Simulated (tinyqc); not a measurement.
Temperature and isotope dependence of a band gap in oscillator models: one step. The gap at T. Five cases, with inputs chosen for the exercise.

Task: Give the occupations, the two terms, the gap, ZP and the static gap.

E(T) = E0 - sum_i sl_i th_i n_i(T), n = 1/(exp(th/T) - 1). The same coupling lowers the gap at 0 K by the zero-point term ZP = sum_i sl_i th_i/2, so the gap of the static lattice is E0 + ZP. Thermal expansion is taken as part of the slopes.

Give: n_i; terms; E(T); ZP; static gap.

Case 1.

Values chosen (near those of Ge; the results hold for these values, not for the real material):
- E0 = 0.746 eV (gap at 0 K)
- th = (108, 305) K (temperatures of two oscillators)
- sl = (0.1269, 0.2961) meV/K (their high-temperature slopes)
- T = 150 K (temperature)

Result:

n_i: 0.94838  0.15061

terms (meV): 12.998  13.602

E(T) = 0.7194 eV
ZP = 52.01 meV
static gap = 0.7980 eV

The thermal fall, 26.6 meV, is smaller than the zero-point term, 52.0 meV; the soft oscillator supplies 49 % of the fall but 13 % of ZP. A calculation with clamped ions should be compared with the static gap.

Case 2.

Values chosen (near those of InP; the results hold for these values, not for the real material):
- E0 = 1.42 eV (gap at 0 K)
- th = (92, 338) K (temperatures of two oscillators)
- sl = (0.0594, 0.3366) meV/K (their high-temperature slopes)
- T = 150 K (temperature)

Result:

n_i: 1.18123  0.11738

terms (meV): 6.455  13.354

E(T) = 1.4002 eV
ZP = 59.62 meV
static gap = 1.4796 eV

The thermal fall, 19.8 meV, is smaller than the zero-point term, 59.6 meV; the soft oscillator supplies 33 % of the fall but 5 % of ZP. A calculation with clamped ions should be compared with the static gap.

Case 3.

Values chosen (near those of AlN; the results hold for these values, not for the real material):
- E0 = 6.078 eV (gap at 0 K)
- th = (256, 969) K (temperatures of two oscillators)
- sl = (0.2115, 0.6345) meV/K (their high-temperature slopes)
- T = 50 K (temperature)

Result:

n_i: 0.00601  0.00000

terms (meV): 0.326  0.000

E(T) = 6.0777 eV
ZP = 334.49 meV
static gap = 6.4125 eV

The thermal fall, 0.3 meV, is smaller than the zero-point term, 334.5 meV; the soft oscillator supplies 100 % of the fall but 8 % of ZP. A calculation with clamped ions should be compared with the static gap.

Case 4.

Values chosen (near those of InP; the results hold for these values, not for the real material):
- E0 = 1.415 eV (gap at 0 K)
- th = (84, 351) K (temperatures of two oscillators)
- sl = (0.1659, 0.2291) meV/K (their high-temperature slopes)
- T = 500 K (temperature)

Result:

n_i: 5.46637  0.98253

terms (meV): 76.177  79.009

E(T) = 1.2598 eV
ZP = 47.17 meV
static gap = 1.4622 eV

The thermal fall, 155.2 meV, is larger than the zero-point term, 47.2 meV; the soft oscillator supplies 49 % of the fall but 15 % of ZP. A calculation with clamped ions should be compared with the static gap.

Case 5.

Values chosen (near those of GaN; the results hold for these values, not for the real material):
- E0 = 3.527 eV (gap at 0 K)
- th = (266, 765) K (temperatures of two oscillators)
- sl = (0.0946, 0.5363) meV/K (their high-temperature slopes)
- T = 300 K (temperature)

Result:

n_i: 0.70076  0.08469

terms (meV): 17.634  34.748

E(T) = 3.4746 eV
ZP = 217.72 meV
static gap = 3.7447 eV

The thermal fall, 52.4 meV, is smaller than the zero-point term, 217.7 meV; the soft oscillator supplies 34 % of the fall but 6 % of ZP. A calculation with clamped ions should be compared with the static gap.

Computed by tinyqc, one run a case: `OMP_NUM_THREADS=1 python tinyqc.py N N+1 out.jsonl` with N = 1850845, 1850848, 1850894, 1850899, 1850914; one thread of a shared Intel(R) Xeon(R) Processor @ 2.30GHz, about 0.01 s a run at most.
